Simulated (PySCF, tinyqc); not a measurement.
Worked calculation: CID on RHF in the sto-6g basis, for Be, spin multiplicity 1. The lowest restricted solution is unstable here: a spin-polarised one lies 0.0017 hartree lower (PySCF). One step of it, computed by the program tinyqc.

Question. CID: determinants and Hamiltonian. Slater-Condon rules over spin orbitals, with the nuclear repulsion added and E(HF) subtracted on the diagonal. Only determinants linked to the reference directly or through others are kept (one block of an abelian symmetry group), so some states are absent.

one-electron integrals over orbitals h = C^T H C (hartree), lower triangle:
```
           1          2          3          4          5
1  -7.938690
2   0.273738  -1.770740
3   0.000000   0.000000  -1.638720
4   0.000000   0.000000   0.000000  -1.638720
5   0.000000   0.000000   0.000000   0.000000  -1.638720
```

Two-electron integrals over orbitals (pq|rs), unique and non-zero (hartree):
```
(11|11) 2.283826    (21|11) -0.258589   (21|21) 0.047031    (22|11) 0.580031
(22|21) -0.015149   (22|22) 0.405613    (31|31) 0.015908    (32|31) 0.020487
(32|32) 0.086861    (33|11) 0.570096    (33|21) -0.008475   (33|22) 0.410497
(33|33) 0.450117    (41|41) 0.015908    (42|41) 0.020487    (42|42) 0.086861
(43|43) 0.024258    (44|11) 0.570096    (44|21) -0.008475   (44|22) 0.410497
(44|33) 0.401601    (44|44) 0.450117    (51|51) 0.015908    (52|51) 0.020487
(52|52) 0.086861    (53|53) 0.024258    (54|54) 0.024258    (55|11) 0.570096
(55|21) -0.008475   (55|22) 0.410497    (55|33) 0.401601    (55|44) 0.401601
(55|55) 0.450117
```

nuclear repulsion = 0 hartree

Hartree-Fock energy = -14.50336112 hartree

Give: determinants; H - E(HF) between determinants.

Answer.

Occupation strings over the orbitals (2 doubly, a alpha, b beta, 0 empty; spin orbitals ordered 1a 1b 2a 2b ...): 22000 20200 ab200 20020 ab020 20002 ab002 ba200 02200 ba020 02020 ba002 02002

H - E(HF) between determinants (hartree), lower triangle:
```
         22000    20200    ab200    20020    ab020    20002    ab002    ba200
22000   0.0000
20200   0.0869   0.3311
ab200  -0.0205  -0.0223   4.4051
20020   0.0869   0.0243   0.0000   0.3311
ab020  -0.0205   0.0000   0.0243  -0.0223   4.4051
20002   0.0869   0.0243   0.0000   0.0243   0.0000   0.3311
ab002  -0.0205   0.0000   0.0243   0.0000   0.0243  -0.0223   4.4051
ba200   0.0205   0.0223  -0.0470   0.0000   0.0000   0.0000   0.0000   4.4051
02200   0.0159   0.0470   0.2212   0.0000   0.0000   0.0000   0.0000  -0.2212
ba020   0.0205   0.0000   0.0000   0.0223  -0.0470   0.0000   0.0000   0.0243
02020   0.0159   0.0000   0.0000   0.0470   0.2212   0.0000   0.0000   0.0000
ba002   0.0205   0.0000   0.0000   0.0000   0.0000   0.0223  -0.0470   0.0243
02002   0.0159   0.0000   0.0000   0.0000   0.0000   0.0470   0.2212   0.0000

         02200    ba020    02020    ba002    02002
02200  10.0084
ba020   0.0000   4.4051
02020   0.0243  -0.2212  10.0084
ba002   0.0000   0.0243   0.0000   4.4051
02002   0.0243   0.0000   0.0243  -0.2212  10.0084
```
